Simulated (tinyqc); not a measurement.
Changing the temperature T: BCS gap equation with a constant attraction inside the Debye window. Computed by tinyqc, a small Python program. Command: `OMP_NUM_THREADS=1 python tinyqc.py 3016801 3016802 out.jsonl bcs sweep`. One thread of a shared host (Intel(R) Xeon(R) Processor @ 2.30GHz), about 0.02 s of CPU time with the checks.

Pairs attract with strength V for |xi| < k_B Theta; N(0) is the density of states for one spin. Energies are given as temperatures (E/k_B, in K) unless marked.

Inputs (values chosen for the exercise, modelled on tin): coupling N(0)V = 0.245; Debye temperature Theta = 195 K; junction resistance R_n = 1.1 kilo-ohm.

Solver: secant.

Constants: k_B = 8.617333262e-05 eV/K; hbar = 1.054571817e-34 J s; e = 1.602176634e-19 C; h = 6.62607015e-34 J s.

Method:
- Gap equation: 1/(N(0)V) = I(Delta, T) = int_0^Theta tanh(E/2T)/E d xi, E = sqrt(xi^2 + Delta^2); 64 Gauss-Legendre points in y with xi = max(Delta, T) sinh(y).
- Residual r = N(0)V I - 1, with Delta_0 = Theta/sinh(1/(N(0)V)). Secant steps in Delta^2, from Delta_0 and 0.9 Delta_0, with Delta^2 kept at or above 1e-6 K^2. Stop when |r| < 1e-9 or after 40 steps.
- Ambegaokar-Baratoff: I_c R_n = (pi Delta/(2e)) tanh(Delta/2T); Josephson energy E_J = hbar I_c/(2e), given as E_J/h; inductance hbar/(2 e I_c); thermal quasiparticle fraction x = n_qp/(2 N(0) Delta) = sqrt(2 pi T/Delta) exp(-Delta/T), valid for T well below Delta.

One run for each value:
```
temperature T (K)  Delta(T) (K)  I_c R_n (microvolt)  Josephson inductance (nH)  quasiparticle fraction x
0.373                    6.5850               891.35                     0.4061                1.2839e-08
0.730                    6.5844               891.05                     0.4063                1.0099e-04
1.090                    6.5692               884.92                     0.4091                2.4641e-03
1.440                    6.5033               861.26                     0.4203                1.2892e-02
1.800                    6.3435               809.49                     0.4472                3.9359e-02
2.160                    6.0566               726.18                     0.4985                9.0668e-02
2.510                    5.6212               614.41                     0.5892                1.7840e-01
2.870                    4.9580               468.57                     0.7726                3.3893e-01
3.230                    3.9594               292.72                     1.2367                6.6452e-01
3.580                    2.2709                94.35                     3.8368                1.6689e+00
```

Describe and explain the trends.

Over the rows, Delta(T) (K) falls from 6.59 to 2.27; I_c R_n (microvolt) falls from 891 to 94.4 (exponent d ln y / d ln x -5.1e-4 between the first rows and -11 between the last); Josephson inductance (nH) rises from 0.406 to 3.84 (exponent d ln y / d ln x 5.1e-4 between the first rows and 11 between the last). At the low end the exponent of Delta(T) is 0.00, close to 0: the gap is flat at low T. Thermal quasiparticles block pairing states; they are exponentially few at low T, and near T_c the gap closes as sqrt(1 - T/T_c). I_c R_n goes as Delta^2/T there, so the inductance diverges.

Caution (rows 2.51, 2.87, 3.23, 3.58): T is not small against Delta, so the quasiparticle formula is only a rough guide.
